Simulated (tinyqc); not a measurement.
# Permittivity of the insulator from five potentials

Inverse problem. A node lies on a semiconductor-insulator interface. Steps: hs = tb/1 down into the semiconductor, ho = tox/1 up into the insulator, hy = L/4 sideways. The flux balance of its box reads eox (hy/ho)(above - node) + eps_r (hy/hs)(below - node) + [(eps_r hs + eox ho)/(2 hy)](left + right - 2 node) - q Na (hs/2) hy/eps0 = 0. Find eox.

Parameters, values chosen for the exercise; semiconductor permittivity close to that of In0.53Ga0.47As: relative permittivity of the semiconductor eps_r = 13.8; half the body thickness tb = 8 nm; insulator thickness tox = 3.7 nm; channel length L = 36 nm; acceptor density of the depleted body Na = 2.2e18 cm^-3.

Constants: q = 1.602176634e-19 C, eps0 = 8.8541878128e-14 F/cm where lengths are in cm. Results are converted to the units shown.

psi (V): node -0.039892629, above -0.09, below -0.0051073967, left 0.046466790, right 0.12302209

Solution. The balance is linear in eox.

eox = 9.000

Computed by the program tinyqc: `OMP_NUM_THREADS=1 python tinyqc.py 2480036 2480037 out.jsonl`, one thread of a shared Intel Xeon 2.30GHz, about 0.1 s for the whole run.
